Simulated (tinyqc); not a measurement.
A log to judge: velocity overshoot from momentum and energy balance equations after a field step. Computed by tinyqc. Command: `OMP_NUM_THREADS=1 python tinyqc.py 3014086 3014087 out.jsonl overshoot walk`. One thread of a shared host (Intel(R) Xeon(R) Processor @ 2.30GHz), about 0.02 s of CPU time with the checks.

At t = 0 the field jumps from 0 to F in a uniform sample. v is the drift velocity and u = w - (3/2) k_B T the excess energy per carrier.

Inputs (values chosen for the exercise, modelled on holes in silicon except for tau_E):
```
quantity,value,unit
effective mass m,0.41,m_0
low-field mobility mu_0,460,cm^2/(V s)
saturation velocity v_s,0.83,1e7 cm/s
energy relaxation time tau_E,0.4,ps
field after the step F,24,kV/cm
lattice temperature T,300,K
time step dt,120,fs
```

Scheme: explicit Euler.

Constants: m_0 = 9.1093837015e-31 kg; e = 1.602176634e-19 C; k_B = 8.617333262e-05 eV/K.

Method:
- dv/dt = e F/m - v/tau_m(u), du/dt = e F v - u/tau_E, tau_m(u) = tau_0/(1 + c u), tau_0 = m mu_0/e, c = mu_0/(e tau_E v_s^2); this choice gives the steady state v (1 + mu_0 F v/v_s^2) = mu_0 F, which saturates at v_s. Steady velocity v = 2 mu_0 F/(1 + sqrt(1 + 4 (mu_0 F/v_s)^2)); u = e F v tau_E; carrier temperature T + 2u/(3 k_B), neglecting the drift energy m v^2/2.
- Step: v_new = v + dt (e F/m - v/tau_m(u)), u_new = u + dt (e F v - u/tau_E). Start v = u = 0; the distance adds dt (v + v_new)/2.
- Run to 8 times the larger of tau_E and tau_0, but at most 20001 steps, and stop early if |v| > 1000 v_s or u < -1/(2c); the run is accepted if the last v is within 0.5 % of the steady value.

Selected steps, the peak among them:
```
step,t (fs),v (1e7 cm/s),u (eV),distance (nm)
1,120,1.23546,0.0000000,7.413
2,240,1.08835,0.0355814,21.356
3,360,0.38244,0.0562513,30.180
4,480,0.78804,0.0503902,37.203
5,600,0.39981,0.0579687,44.330
7,840,0.41095,0.0582058,58.254
9,1080,0.42083,0.0581085,72.121
12,1440,0.71863,0.0529462,92.862
16,1920,0.70066,0.0532000,120.531
20,2400,0.68461,0.0534290,148.180
27,3240,0.49002,0.0567332,196.550
```

Can the last value be used, and what does the course show?

No. The run fails. Linearised at the steady state the two equations have the rates -0.0164 and -0.0040 per fs; the explicit step is stable only for dt < 2 |Re|/|rate|^2 = 122.2 fs, against dt = 120 fs; so near that limit the swings die out too slowly. Reruns converge with time step dt = 12.0; or with scheme = implicit in the damping.
